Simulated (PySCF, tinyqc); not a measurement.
Worked calculation: coupled-perturbed Hartree-Fock on RHF in the sto-3g basis, for H4, spin multiplicity 1. The lowest restricted solution is unstable here: a spin-polarised one lies 0.0066 hartree lower (PySCF). One step of it, computed by the program tinyqc.

Question. Response to a field: uncoupled start. Field along z; U_ai = -mu_ai / (e_a - e_i), alpha = -4 sum U_ai mu_ai.

orbital energies (hartree): MO1 -0.544770, MO2 -0.330220, MO3 0.288205, MO4 0.528216

dipole integrals <a|z|i> (bohr):
```
,i1,i2
a3,-1.181124,0.000000
a4,0.000000,-1.137435
```

Give: uncoupled U; uncoupled polarisability.

Answer.

uncoupled U:
```
,i1,i2
a3,1.418,0.000
a4,0.000,1.325
```

uncoupled polarisability = 12.728 bohr^3
